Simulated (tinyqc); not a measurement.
Franz-Keldysh effect at a direct gap: one step. Absorption with and without the field. Three cases, with inputs chosen for the exercise.

Problem. Put the factors in place of sqrt(E - Eg) in alpha_j and add the bands; a waveguide of length L changes its transmission by 4.343 (alpha(F) - alpha(0)) L dB.

Parabolic bands, vertical transitions, no excitons. For each hole band j: mr = me mj/(me + mj); joint density of states J_j(E) = (mr/c)^(3/2) sqrt(E - Eg)/(2 pi^2), both spins, c = hbar^2/2m0; averaged matrix element |e.p|^2 = m0 Ep/6; alpha_j(E) = 4 pi^2 alpha_f c Ep J_j/(3 nr E) in 1/angstrom (alpha_f the fine-structure constant, listed as alpha among the constants), times 1e8 for 1/cm.

Constants: hbar^2/2m0 = 3.80998211 eV angstrom^2; fine-structure constant alpha = 0.007297352564.

Case 1.

Values chosen (near those of InP; shifted at random, so the results belong to these values and not to a real crystal): Eg = 1.332 eV (direct gap); me = 0.08 m0 (electron mass); mhh = 0.586 m0 (heavy-hole mass); mlh = 0.0923 m0 (light-hole mass); Ep = 20.3 eV (Kane energy); nr = 3.34 (refractive index); E = 1.358 eV (photon energy); L = 170 micrometre (length of a waveguide).

Scales:

| hole | mr (m0) | th (meV) | length (angstrom) |
|---|---|---|---|
| heavy | 0.0703904 | 33.67617 | 40.091 |
| light | 0.0428555 | 39.73364 | 47.302 |

Factors:

| hole | b | Ai(b) | Ai'(b) | factor (eV^(1/2)) | without field |
|---|---|---|---|---|---|
| heavy | -0.772059 | 0.520456 | -0.117275 | 0.128497 | 0.161245 |
| light | -0.654357 | 0.504036 | -0.160331 | 0.120201 | 0.161245 |

Case 2.

Values chosen (near those of InGaAs; shifted at random, so the results belong to these values and not to a real crystal): Eg = 0.758 eV (direct gap); me = 0.0404 m0 (electron mass); mhh = 0.456 m0 (heavy-hole mass); mlh = 0.0504 m0 (light-hole mass); Ep = 23.5 eV (Kane energy); nr = 3.54 (refractive index); E = 0.789 eV (photon energy); L = 47 micrometre (length of a waveguide).

Scales:

| hole | mr (m0) | th (meV) | length (angstrom) |
|---|---|---|---|
| heavy | 0.0371120 | 74.32864 | 37.164 |
| light | 0.0224247 | 87.91958 | 43.960 |

Factors:

| hole | b | Ai(b) | Ai'(b) | factor (eV^(1/2)) | without field |
|---|---|---|---|---|---|
| heavy | -0.417067 | 0.458039 | -0.221851 | 0.117099 | 0.176068 |
| light | -0.352595 | 0.443363 | -0.233040 | 0.115152 | 0.176068 |

Case 3.

Values chosen (near those of GaAs; shifted at random, so the results belong to these values and not to a real crystal): Eg = 1.446 eV (direct gap); me = 0.0696 m0 (electron mass); mhh = 0.504 m0 (heavy-hole mass); mlh = 0.0781 m0 (light-hole mass); Ep = 25.4 eV (Kane energy); nr = 3.63 (refractive index); E = 1.517 eV (photon energy); L = 23 micrometre (length of a waveguide).

Scales:

| hole | mr (m0) | th (meV) | length (angstrom) |
|---|---|---|---|
| heavy | 0.0611548 | 28.20103 | 47.002 |
| light | 0.0368027 | 33.40272 | 55.671 |

Factors:

| hole | b | Ai(b) | Ai'(b) | factor (eV^(1/2)) | without field |
|---|---|---|---|---|---|
| heavy | -2.517639 | -0.124254 | 0.673617 | 0.259898 | 0.266458 |
| light | -2.125575 | 0.146539 | 0.666717 | 0.281432 | 0.266458 |

Give: alpha_j in the field; alpha(F); alpha(0); change of loss.

Solution.

Case 1.

alpha_j in the field (1/cm): heavy 2.68e+03, light 1.19e+03

alpha(F) = 3.87e+03 1/cm
alpha(0) = 4955 1/cm
change of loss = -80.4 dB

Without the field the loss over L is 366 dB, so this energy is of no use for a modulator. Above the gap the field lowers the absorption at this energy; the sign alternates with energy (Franz-Keldysh oscillations). Excitons, which add a sharp peak at low field, are left out.

Case 2.

alpha_j in the field (1/cm): heavy 1.76e+03, light 811

alpha(F) = 2.57e+03 1/cm
alpha(0) = 3880 1/cm
change of loss = -26.8 dB

Without the field the loss over L is 79 dB, so this energy is of no use for a modulator. Above the gap the field lowers the absorption at this energy; the sign alternates with energy (Franz-Keldysh oscillations). Excitons, which add a sharp peak at low field, are left out.

Case 3.

alpha_j in the field (1/cm): heavy 4.5e+03, light 2.3e+03

alpha(F) = 6.8e+03 1/cm
alpha(0) = 6795 1/cm
change of loss = 0.075 dB

Without the field the loss over L is 68 dB, so this energy is of no use for a modulator. Above the gap the field raises the absorption at this energy; the sign alternates with energy (Franz-Keldysh oscillations). Excitons, which add a sharp peak at low field, are left out.

Computed by tinyqc, one run a case: `OMP_NUM_THREADS=1 python tinyqc.py N N+1 out.jsonl` with N = 1652412, 1652605, 1652683; one thread of a shared Intel(R) Xeon(R) Processor @ 2.30GHz, about 0.01 s a run at most.
